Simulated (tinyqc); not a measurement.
# Worked calculation: memristor with linear dopant drift

Program tinyqc, `OMP_NUM_THREADS=1 python tinyqc.py 2880115 2880116 out.jsonl`; Intel Xeon 2.30GHz, shared host, one thread, about 0.2 s. Printed values are rounded.

A film of thickness D has a doped share x: R = Ron x + Roff (1 - x), i = v/R, dx/dt = k i F with k = mv Ron/D^2 and F = 1 (no window). The drive is v = V0 sin(2 pi f t). The model has no threshold and no heating.

Parameters, values chosen for the exercise:
- Ron = 200 ohm (resistance of the fully doped film)
- Roff = 40000 ohm (resistance of the undoped film)
- D = 15 nm (film thickness)
- mv = 4.3e-14 m^2/(V s) (dopant mobility)
- x0 = 0.33 (doped share at t = 0)
- V0 = 0.5 V (amplitude)
- f = 1.8 Hz (frequency)

## Rate constant, charge and flux scales

k = mv Ron/D^2; R0 = R(x0); without a window the film fills (x = 1) after the charge (1 - x0)/k and the flux (R0^2 - Ron^2)/(2 k (Roff - Ron)); half a period supplies the flux V0/(pi f).

k = 38222.2 1/C
R0 = 26866.0 ohm
charge to fill = 17.5291 uC
flux to fill = 0.237221 V s
flux of half a period = 0.0884194 V s

Half a period supplies 37.3 % of the flux to fill.

## Step 1: one Runge-Kutta step

x at step 0 = 0.33
j = 0

Step h = 1/(16 f), from t = j h. With g(t, x) = dx/dt: k1 = g(t, x), k2 = g(t + h/2, x + h k1/2), k3 = g(t + h/2, x + h k2/2), k4 = g(t + h, x + h k3), x(new) = x + h (k1 + 2 k2 + 2 k3 + k4)/6.

k1..k4 (1/s): [0.000000, 0.138777, 0.139274, 0.274186]
x at step 1 = 0.334805

## Step 2: one Runge-Kutta step

j = 1

As before.

k1..k4 (1/s): [0.274173, 0.400885, 0.402215, 0.517387]
x at step 2 = 0.348681

## Step 3: one Runge-Kutta step

j = 2

As before.

k1..k4 (1/s): [0.517316, 0.616739, 0.618388, 0.698766]
x at step 3 = 0.370014

## One period

The 16 Runge-Kutta steps against a converged integration; i uses the converged x.

One period:
```
j     v (V)  x, coarse steps  x, converged  i (uA)
0    0.0000           0.3300        0.3300    0.00
1    0.1913           0.3348        0.3348    7.17
2    0.3536           0.3487        0.3487   13.53
3    0.4619           0.3700        0.3700   18.28
4    0.5000           0.3961        0.3961   20.63
5    0.4619           0.4234        0.4234   19.96
6    0.3536           0.4476        0.4476   15.94
7    0.1913           0.4644        0.4644    8.89
8    0.0000           0.4704        0.4704    0.00
9   -0.1913           0.4644        0.4644   -8.89
10  -0.3536           0.4476        0.4476  -15.94
11  -0.4619           0.4234        0.4234  -19.96
12  -0.5000           0.3961        0.3961  -20.63
13  -0.4619           0.3700        0.3700  -18.28
14  -0.3536           0.3487        0.3487  -13.53
15  -0.1913           0.3348        0.3348   -7.17
16   0.0000           0.3300        0.3300    0.00
```

The current vanishes with the voltage (pinched loop). At the same voltage, j = 2 and 6, it is 13.5 uA on the way up and 15.9 uA on the way down. x peaks at 0.4704 at half period and ends at 0.3300, its starting value: the state is a function of the flux alone. The coarse steps miss by at most 1.6e-6.
